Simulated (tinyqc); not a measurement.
# Bandgap voltage reference from two bipolar transistors: effect of the area ratio of the second transistor

Two transistors of area 1 and N carry the same current I. Is(T) = Is (T/T0)^eta exp[(Vg0 q/kB)(1/T0 - 1/T)], VBE1 = Vt ln(I/Is(T)) + I rb, VBE2 = Vt ln(I/(N Is(T))) + I rb/N. The amplifier forces I R1(T) = VBE1 - VBE2 + Vos, with R(T) = R (1 + tc (T - T0)) for both resistors, and the output is Vref = VBE1 + I R2(T). Base currents and the Early effect are neglected.

Vt = kB T/q; I = (Vt ln N + Vos)/(R1(T) - rb (1 - 1/N)). Box coefficient: span of Vref between 233 and 398 K over its average over T and over 165 K. The last column is the R2 that gives zero slope at T0.

Inputs (values chosen for the exercise); values of the order met in silicon bipolar transistors: reference temperature T0 = 298 K; band-gap voltage extrapolated to 0 K Vg0 = 1.176 V; temperature exponent of the saturation current eta = 3.9; saturation current of the unit transistor at T0 Is = 4.7e-18 A; resistor across which the difference of VBE falls, at T0 R1 = 11 kohm; temperature coefficient of both resistors tc = 0 ppm/K; offset of the amplifier Vos = 0 mV; series resistance of the unit transistor rb = 10 ohm; output resistor at T0 R2 = 67.69 kohm.

Constants: q = 1.602176634e-19 C, kB = 1.380649e-23 J/K. Results are converted to the units shown.

Result of one run:
```
N   I at T0 (uA)  Vref at T0 (V)  slope at T0 (uV/K)  box coefficient (ppm/K)  R2 for zero slope (kohm)
48         9.045           1.339               296.2                    212.1                     57.93
```

What becomes of these results when the area ratio of the second transistor N is changed from 48 to 15, all else the same?

Result of the changed run:
```
N   I at T0 (uA)  Vref at T0 (V)  slope at T0 (uV/K)  box coefficient (ppm/K)  R2 for zero slope (kohm)
15         6.327           1.146              -352.1                    319.3                     84.27
```

The whole series:
```
N    I at T0 (uA)  Vref at T0 (V)  slope at T0 (uV/K)  box coefficient (ppm/K)  R2 for zero slope (kohm)
2           1.619          0.7918               -1539                     2030                     351.0
4           3.239          0.9192               -1112                     1249                     170.0
8           4.858           1.039              -708.6                    701.8                     111.2
15          6.327           1.146              -352.1                    319.3                     84.27
24          7.426           1.224              -88.77                    81.97                     71.25
48          9.045           1.339               296.2                    212.1                     57.93
100         10.76           1.459               700.8                    468.8                     48.28
```

As N goes from 2 to 100, Vref rises from 0.7918 to 1.459 V and the box coefficient goes from 2030 through a minimum of 82.0 (at N = 24 among the rows listed) to 469 ppm/K. A larger N needs a smaller R2/R1, which lowers the gain seen by offset and noise.

Computed by the program tinyqc: `OMP_NUM_THREADS=1 python tinyqc.py 2062126 2062127 out.jsonl`, one thread of a shared Intel Xeon 2.30GHz, about 0.03 s for the whole run.
